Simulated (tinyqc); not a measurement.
Coupling and lever arm from microwave spectroscopy.

Problem. A charge qubit absorbs at h f = sqrt(ep^2 + 4 tc^2), ep = al (V - V0). Find al, V0 and tc.

Constants: q = 1.602176634e-19 C, h = 6.62607015e-34 J s. Results are converted to the units shown.

gate voltage (mV): [0.15, 0.2, 0.24]
resonance frequency Om/h (GHz): [6.6062015, 5.9259979, 9.4696313]

Answer. (h f)^2 is a parabola in V: its curvature gives al, its vertex V0 and 4 tc^2.

al = 0.5400 eV/V
V0 = 0.1800 mV
tc = 11.00 ueV

Numbers from tinyqc (`OMP_NUM_THREADS=1 python tinyqc.py 2470134 2470135 out.jsonl`; about 0.01 s on one thread of a shared Intel Xeon 2.30GHz).
